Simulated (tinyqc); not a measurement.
n-type polysilicon, carrier trapping at grain boundaries: one step of the calculation.

One-dimensional grains of size Lg, uniform ionised doping N, monovalent traps Qt at each boundary at a depth Et below (for electrons) or above (for holes) the band edge there, abrupt depletion of width W on each side of a boundary, Boltzmann statistics. xi is the distance from the band edge at the grain centre to the Fermi level. Trapped charge Qt/(1 + exp((xi + VB - Et)/Vt)) = 2 N W, barrier VB = q N W^2/(2 eps0 eps_r).

Task. Depletion width, Fermi level and barrier. If the trap equation with xi = Vt ln(NB/N) has a root W < Lg/2, the grain is partly depleted; otherwise W = Lg/2 and the trap equation gives xi = Et - VB + Vt ln(Qt/(N Lg) - 1). N* = Qt/Lg.

Parameters, values chosen for the exercise; values of the order met in polycrystalline silicon: temperature T = 300 K; relative permittivity eps_r = 11.7; conduction-band density of states at T NB = 2.8e19 cm^-3; grain size Lg = 72 nm; trap density of a grain boundary Qt = 3.5e12 cm^-2; depth of the trap level from the majority band edge at the boundary Et = 0.35 eV; doping N = 1.3e18 cm^-3.

Constants: q = 1.602176634e-19 C, kB = 1.380649e-23 J/K, Vt = kB T/q, eps0 = 8.8541878128e-14 F/cm where lengths are in cm. Results are converted to the units shown.

Give: N*; W; xi; VB; share of traps filled.

Result.

N* = 4.8611e17 cm^-3
W = 13.150 nm
xi = 0.079362 V
VB = 0.17385 V
share of traps filled = 0.97689

N is 2.67 N*, and the grain is partly depleted; VB = 6.72 Vt.

tinyqc, about 0.01 s, one thread, Intel Xeon 2.30GHz (shared host): `OMP_NUM_THREADS=1 python tinyqc.py 2830247 2830248 out.jsonl`
